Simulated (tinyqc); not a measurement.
Inside a calculation. Method: tight binding, dimerised chain. One step of it, computed by the program tinyqc.

Task: Levels at k. Diagonalise the Hermitian matrix.

H(k) at k (eV), order A, B:
$$\begin{pmatrix}
0.000000 & -2.434419+0.451961i \\
-2.434419-0.451961i & 0.000000
\end{pmatrix}$$

Give: eigenvalues; weights |c|^2 of the basis functions.

Result:

eigenvalues (eV): [-2.476, 2.476]

weights |c|^2 of the basis functions, order A, B:
$$\begin{pmatrix}
0.500 & 0.500 \\
0.500 & 0.500
\end{pmatrix}$$
